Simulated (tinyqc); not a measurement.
Pariser-Parr-Pople SCF with singles CI, for the molecule C1=Nc2ccccc21 (SMILES; centres numbered as the heavy atoms are written), step by step. One step of it, computed by the program tinyqc.

Problem. Iteration 1: Fock matrix. F_rr = H_rr + P_rr gamma_rr / 2 + sum_(s != r) P_ss gamma_rs; F_rs = H_rs - P_rs gamma_rs / 2; E = tr P (H + F) / 2 + core repulsion sum_(r<s) z_r z_s gamma_rs.

P at the start, order 1C, 2N, 3C, 4C, 5C, 6C, 7C, 8C:
```
[[0.468135, 0.709233, -0.074964, -0.282808, -0.085337, 0.077841, 0.179322, 0.288114],
 [0.709233, 1.565767, 0.242437, -0.188057, 0.008686, 0.142106, 0.014114, -0.249573],
 [-0.074964, 0.242437, 1.576167, 0.620623, 0.030434, -0.238683, -0.289163, 0.277403],
 [-0.282808, -0.188057, 0.620623, 0.713751, 0.502574, 0.330648, 0.127476, -0.198456],
 [-0.085337, 0.008686, 0.030434, 0.502574, 0.613536, 0.604896, 0.420362, -0.217205],
 [0.077841, 0.142106, -0.238683, 0.330648, 0.604896, 0.702535, 0.591868, -0.052506],
 [0.179322, 0.014114, -0.289163, 0.127476, 0.420362, 0.591868, 0.697333, 0.499159],
 [0.288114, -0.249573, 0.277403, -0.198456, -0.217205, -0.052506, 0.499159, 1.662776]]
```

core matrix H (eV), order 1C, 2N, 3C, 4C, 5C, 6C, 7C, 8C:
```
[[-48.278598, -2.510000, 0.000000, 0.000000, 0.000000, 0.000000, 0.000000, -2.390000],
 [-2.510000, -51.587435, -2.510000, 0.000000, 0.000000, 0.000000, 0.000000, 0.000000],
 [0.000000, -2.510000, -55.233262, -2.390000, 0.000000, 0.000000, 0.000000, -2.390000],
 [0.000000, 0.000000, -2.390000, -50.270110, -2.390000, 0.000000, 0.000000, 0.000000],
 [0.000000, 0.000000, 0.000000, -2.390000, -48.365861, -2.390000, 0.000000, 0.000000],
 [0.000000, 0.000000, 0.000000, 0.000000, -2.390000, -48.363036, -2.390000, 0.000000],
 [0.000000, 0.000000, 0.000000, 0.000000, 0.000000, -2.390000, -50.251497, -2.390000],
 [-2.390000, 0.000000, -2.390000, 0.000000, 0.000000, 0.000000, -2.390000, -55.148615]]
```

repulsion gamma_rs (eV), order 1C, 2N, 3C, 4C, 5C, 6C, 7C, 8C:
```
[[11.130000, 7.729197, 6.088312, 4.008201, 3.369367, 3.566141, 4.803517, 7.553862],
 [7.729197, 12.300000, 7.729197, 4.847682, 3.584101, 3.384503, 4.033754, 6.179000],
 [6.088312, 7.729197, 11.130000, 7.554960, 5.239019, 4.668310, 5.239602, 7.553862],
 [4.008201, 4.847682, 7.554960, 11.130000, 7.552439, 5.238761, 4.668463, 5.239602],
 [3.369367, 3.584101, 5.239019, 7.552439, 11.130000, 7.553862, 5.238761, 4.668310],
 [3.566141, 3.384503, 4.668310, 5.238761, 7.553862, 11.130000, 7.552439, 5.239019],
 [4.803517, 4.033754, 5.239602, 4.668463, 5.238761, 7.552439, 11.130000, 7.554960],
 [7.553862, 6.179000, 7.553862, 5.239602, 4.668310, 5.239019, 7.554960, 11.130000]]
```

Centres (angstrom, eV; a flat drawing with bonds scaled to 1.40 angstrom):
```
centre          x          y  core charge z          W   gamma_rr
1C      -1.959000   0.700000              1  11.160000  11.130000
2N      -1.959000  -0.700000              1  14.100000  12.300000
3C      -0.559000  -0.700000              1  11.160000  11.130000
4C       0.653000  -1.400000              1  11.160000  11.130000
5C       1.866000  -0.700000              1  11.160000  11.130000
6C       1.866000   0.700000              1  11.160000  11.130000
7C       0.653000   1.400000              1  11.160000  11.130000
8C      -0.559000   0.700000              1  11.160000  11.130000
```

Give: F; pi energy.

Solution.

F (eV), order 1C, 2N, 3C, 4C, 5C, 6C, 7C, 8C:
```
[[-0.6317, -5.2509, 0.2282, 0.5668, 0.1438, -0.1388, -0.4307, -3.4782],
 [-5.2509, -5.0332, -3.4469, 0.4558, -0.0156, -0.2405, -0.0285, 0.7711],
 [0.2282, -3.4469, -3.4092, -4.7344, -0.0797, 0.5571, 0.7575, -3.4377],
 [0.5668, 0.4558, -4.7344, -4.6416, -4.2878, -0.8661, -0.2976, 0.5199],
 [0.1438, -0.0156, -0.0797, -4.2878, -7.3918, -4.6747, -1.1011, 0.5070],
 [-0.1388, -0.2405, 0.5571, -0.8661, -4.6747, -7.7750, -4.6250, 0.1375],
 [-0.4307, -0.0285, 0.7575, -0.2976, -1.1011, -4.6250, -5.1334, -4.2756],
 [-3.4782, 0.7711, -3.4377, 0.5199, 0.5070, 0.1375, -4.2756, -5.2252]]
```

pi energy = -102.0160 eV
